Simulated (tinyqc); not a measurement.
Potential-pH (Pourbaix) lines of a metal, its cation, its oxide and an oxyanion, with a complexing ligand: one step, computed by the program tinyqc. Command: `OMP_NUM_THREADS=1 python tinyqc.py 3012698 3012699 out.jsonl pourb walk`. One thread of a shared host (Intel(R) Xeon(R) Processor @ 2.30GHz), about 0.01 s of CPU time with the checks.

Potentials are against the standard hydrogen electrode; solids and water have unit activity; dG_f of M, H+ and the electron is zero; F = e N_A and s = R T ln(10)/F. The cation carries z = 2.

Question. Standard potentials. M2+ + 2e = M; MO + 2H+ + 2e = M + H2O; MO2(2-) + 4H+ + 2e = M + 2H2O. For each, E0 = -dG/(z F), and E = E0 + (s/z) log10 a - (s n_H/z) pH, with no activity term for the oxide.

Inputs (values chosen for the exercise, modelled on copper):

| quantity | value | unit |
|---|---|---|
| dG_f of the cation | 64.69 | kJ/mol |
| dG_f of the oxide | -129.66 | kJ/mol |
| dG_f of the oxyanion | -193.93 | kJ/mol |
| dG_f of water | -237.14 | kJ/mol |
| temperature T | 298.15 | K |

Species: M, M2+, MO, MO2(2-).

Constants: R = 8.314462618 J/(mol K); e = 1.602176634e-19 C; N_A = 6.02214076e+23 1/mol.

Give: s; E0.

Answer.

s = 0.05916 V

E0 (V): cation 0.335, oxide 0.557, oxyanion 1.453

The metal is nobler than hydrogen: acids free of oxidants and complexing ligands do not dissolve it.
